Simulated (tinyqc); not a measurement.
Worked calculation: UHF in the 6-31g basis, for H2-, spin multiplicity 2. The basis has no diffuse functions, so it cannot describe the extra electron: this is an exercise in the method, not the real anion. One step of it, computed by the program tinyqc.

Task: Orthogonalisation. S = U s U^T; symmetric (Loewdin) form X = U s^(-1/2) U^T, so that X^T S X = 1.

overlap S:
```
,1H 1s,1H 2s,2H 1s,2H 2s
1H 1s,1.000000,0.658292,0.363341,0.469702
1H 2s,0.658292,1.000000,0.469702,0.812956
2H 1s,0.363341,0.469702,1.000000,0.658292
2H 2s,0.469702,0.812956,0.658292,1.000000
```

Give: eigenvalues of S; X.

Result:

eigenvalues of S: 0.1184  0.4380  0.7053  2.7383

X:
```
,1H 1s,1H 2s,2H 1s,2H 2s
1H 1s,1.2688,-0.4979,-0.1225,0.0533
1H 2s,-0.4979,1.8372,0.0533,-0.8682
2H 1s,-0.1225,0.0533,1.2688,-0.4979
2H 2s,0.0533,-0.8682,-0.4979,1.8372
```
